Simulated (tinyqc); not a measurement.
Comparisons within one model: band gaps under pressure and temperature from deformation potentials. A value that a table varies takes the place of the one given here.

Murnaghan: V/V0 = (1 + Bp P/B0)^(-1/Bp), B0 = (C11 + 2 C12)/3. Each gap moves by a ln(V/V0) with its volume potential a, and falls with temperature by aV T^2/(T + bV) (Varshni); the two effects are added. No change of phase is considered.

Constants: hc = 1239.841984 eV nm.

Inputs chosen for the exercise (near those of GaP, the X and L potentials typical of such crystals; not measured data):
- Eg = 2.877 eV (gap at Gamma to the s-like level at 0 K, 0 GPa)
- EgX = 2.311 eV (gap to X at 0 K, 0 GPa)
- EgL = 2.701 eV (gap to L at 0 K, 0 GPa)
- C11 = 140.2 GPa
- C12 = 61.8 GPa
- Bp = 4.63 (pressure derivative of the bulk modulus)
- aG = -9.99 eV (volume potential of the Gamma gap)
- aX = 1.62 eV (volume potential of the X gap)
- aL = -3.45 eV (volume potential of the L gap)
- aV = (0.585, 0.557, 0.566) meV/K (Varshni alpha of Gamma, X, L)
- bV = (344, 365, 367) K (Varshni beta of Gamma, X, L)
- T = 500 K (temperature)
- P = 5.3 GPa (pressure)

## Gaps against pressure

The last column is the linear form E0 + c1 P for Gamma, c1 = -aG/B0.

Gaps (eV):

| P (GPa) | ln(V/V0) | Gamma | X | L | lowest | Gamma, linear |
|---|---|---|---|---|---|---|
| 0.00 | 0.0000 | 2.704 | 2.150 | 2.538 | X | 2.704 |
| 1.25 | -0.0138 | 2.841 | 2.128 | 2.585 | X | 2.846 |
| 2.50 | -0.0267 | 2.971 | 2.107 | 2.630 | X | 2.988 |
| 3.75 | -0.0389 | 3.093 | 2.087 | 2.672 | X | 3.130 |
| 5.00 | -0.0505 | 3.208 | 2.068 | 2.712 | X | 3.272 |
| 6.25 | -0.0614 | 3.318 | 2.050 | 2.750 | X | 3.414 |
| 7.50 | -0.0719 | 3.422 | 2.034 | 2.786 | X | 3.556 |
| 8.75 | -0.0818 | 3.521 | 2.017 | 2.820 | X | 3.698 |
| 10.00 | -0.0914 | 3.616 | 2.002 | 2.853 | X | 3.840 |

Over 10 GPa Gamma moves by +0.913, L by +0.315 and X by -0.148 eV. X stays lowest. The linear form overshoots by 223 meV at the end, because the crystal stiffens; the gap is linear in ln V, not in P.

## Gaps against temperature

At the pressure P; wavelength hc/E of the lowest gap.

Gaps (eV):

| T (K) | Gamma | X | L | lowest | wavelength (nm) |
|---|---|---|---|---|---|
| 0 | 3.4081 | 2.2249 | 2.8844 | X | 557.3 |
| 50 | 3.4044 | 2.2215 | 2.8810 | X | 558.1 |
| 100 | 3.3949 | 2.2129 | 2.8723 | X | 560.3 |
| 200 | 3.3650 | 2.1854 | 2.8445 | X | 567.3 |
| 300 | 3.3263 | 2.1495 | 2.8080 | X | 576.8 |
| 400 | 3.2823 | 2.1084 | 2.7663 | X | 588.1 |
| 500 | 3.2348 | 2.0639 | 2.7212 | X | 600.7 |
| 600 | 3.1850 | 2.0171 | 2.6737 | X | 614.7 |

From 0 to 100 K the Gamma gap falls by 13.2 meV, from 500 to 600 K by 49.8 meV: quadratic below bV, linear with a slope tending to aV = 0.585 meV/K above. X stays lowest. A pressure of 0.72 GPa, with the slope -aG/B0 at zero pressure, would undo the fall of the Gamma gap from 0 to 300 K.

## What each parameter does

Gaps at P and T. Each row changes one parameter from the base and keeps the others.

Results:

| case | Gamma (eV) | X (eV) | L (eV) |
|---|---|---|---|
| base | 3.2348 | 2.0639 | 2.7212 |
| T = 550 K | 3.2101 | 2.0407 | 2.6977 |
| C11 = 154.22 GPa | 3.2109 | 2.0678 | 2.7129 |
| C12 = 67.98 GPa | 3.2136 | 2.0673 | 2.7139 |
| Bp = 4.167 | 3.2409 | 2.0629 | 2.7233 |
| aG = -8.991 eV | 3.1817 | 2.0639 | 2.7212 |
| aX = 1.782 eV | 3.2348 | 2.0553 | 2.7212 |
| aL = -3.795 eV | 3.2348 | 2.0639 | 2.7395 |
| P = 5.83 GPa | 3.2814 | 2.0563 | 2.7373 |

The largest shifts from the base row, up to three for each result and ties (the steps differ in size, so this ranks the rows, not the parameters). Gamma (eV): aG -0.0531, P +0.0466, T -0.0247; unchanged at the printed digits by aX and aL. X (eV): T -0.0232, aX -0.0086, P -0.0076; unchanged at the printed digits by aG and aL. L (eV): T -0.0235, aL +0.0183, P +0.0161; unchanged at the printed digits by aG and aX.

(tinyqc, `OMP_NUM_THREADS=1 python tinyqc.py 1080540 1080541 out.jsonl`, Intel(R) Xeon(R) Processor @ 2.30GHz, 1 thread, shared host, about 0.01 s.)
